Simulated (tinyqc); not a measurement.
Extended Hueckel theory, for H6+, step by step. The parameters take no account of the charge, which enters only through the electron count. One step of it, computed by the program tinyqc.

Question. Orbitals. Solve H C = S C e through S^(-1/2); fill by pairs from the bottom, a degenerate level sharing its electrons equally; each orbital has its largest coefficient positive (the first on a tie).

H (eV), lower triangle:
```
            1H 1s       2H 1s       3H 1s       4H 1s       5H 1s       6H 1s
1H 1s  -13.600000
2H 1s  -15.227132  -13.600000
3H 1s   -3.407340  -10.243686  -13.600000
4H 1s   -0.945502   -3.407340  -15.227132  -13.600000
5H 1s   -0.120426   -0.510955   -3.407340  -10.243686  -13.600000
6H 1s   -0.025122   -0.120673   -0.947231   -3.412950  -15.243362  -13.600000
```

overlap S, lower triangle:
```
          1H 1s     2H 1s     3H 1s     4H 1s     5H 1s     6H 1s
1H 1s  1.000000
2H 1s  0.639795  1.000000
3H 1s  0.143166  0.430407  1.000000
4H 1s  0.039727  0.143166  0.639795  1.000000
5H 1s  0.005060  0.021469  0.143166  0.430407  1.000000
6H 1s  0.001056  0.005070  0.039800  0.143401  0.640477  1.000000
```

valence electrons = 5

Give: orbital energies; occupations; coefficients; sum of one-electron energies.

Answer.

orbital energies (eV): -19.1753  -17.7351  -14.9794  -1.6105  10.1593  28.1858

occupations: 2.0000  2.0000  1.0000  0.0000  0.0000  0.0000

coefficients:
```
          MO1      MO2      MO3      MO4      MO5      MO6
1H 1s  0.1964   0.3724  -0.4359   0.6741  -0.8055  -0.5445
2H 1s  0.2709   0.3823  -0.2287  -0.4676   0.9612   0.8856
3H 1s  0.3384   0.1126   0.4362  -0.6454  -0.3042  -1.2090
4H 1s  0.3385  -0.1119   0.4363   0.6465  -0.2986   1.2099
5H 1s  0.2713  -0.3820  -0.2286   0.4649   0.9610  -0.8891
6H 1s  0.1969  -0.3724  -0.4354  -0.6721  -0.8070   0.5476
```

sum of one-electron energies = -88.8003 eV
